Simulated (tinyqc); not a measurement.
Reverse leakage of an n+-p junction: diffusion, generation, trap-assisted and band-to-band tunnelling: one step of the calculation.

One-sided abrupt junction in the depletion approximation, x from the junction (0) to W on the p side, field F = F0 (1 - x/W). Flat quasi-Fermi levels, long p side. Traps generate through SRH with both lifetimes shortened by 1 + Gamma (Hurkx enhancement, form for moderate fields); band-to-band generation is local and needs a total bending above Eg.

Task. Current components. u = (Vbi + VR)(1 - x/W)^2, p = Na exp(-u/Vt), n = Nd exp((u - Vbi - VR)/Vt); G0 = ni^2 (1 - exp(-VR/Vt))/(tau (n + p + 2 ni cosh(Et/Vt))); Gamma = 2 sqrt(3 pi)(F/FG) exp((F/FG)^2); trap-assisted part G0 Gamma; G_bb = Ab F^2.5 exp(-Bb/F) with F in V/cm, zero unless Vbi + VR > Eg, and counted as zero under 1 cm^-3 s^-1. 14 equal steps.

Each current is q times the trapezoid sum of its rate; J adds J_diff; J_bb under 1e-8 of the sum is given as 0.

Constants: q = 1.602176634e-19 C. Results are converted to the units shown.

```
point,x (nm),G0 (cm^-3 s^-1),G0 Gamma (cm^-3 s^-1),G_bb (cm^-3 s^-1)
0,0.00000,3.3347746e9,4.7471698e9,0
1,42.72314,4.0069260e15,5.2611157e15,0
2,85.44628,2.0414477e17,2.4589047e17,0
3,128.16942,2.0416827e17,2.2413941e17,0
4,170.89256,2.0416827e17,2.0270138e17,0
5,213.61570,2.0416827e17,1.8157099e17,0
6,256.33883,2.0416827e17,1.6071532e17,0
7,299.06197,2.0416825e17,1.4010211e17,0
8,341.78511,2.0414731e17,1.1968751e17,0
9,384.50825,1.9802087e17,9.6482038e16,0
10,427.23139,4.7236629e16,1.8370968e16,0
11,469.95453,1.6093772e15,4.6861476e14,0
12,512.67767,1.2088288e14,2.3436431e13,0
13,555.40081,2.5473239e13,2.4674975e12,0
14,598.12395,1.5156941e13,0,0
```

J_diff = 4.4780987e-9 A/cm^2

Give: J_SRH; J_TAT; J_bb; J.

Result.

J_SRH = 1.150e-6 A/cm^2
J_TAT = 9.552e-7 A/cm^2
J_bb = 0 A/cm^2
J = 2.110e-6 A/cm^2

Range of the model: The n+ side is degenerate, so Vbi from Boltzmann statistics is only a guide.

tinyqc, about 0.01 s, one thread, Intel Xeon 2.30GHz (shared host): `OMP_NUM_THREADS=1 python tinyqc.py 2290132 2290133 out.jsonl`
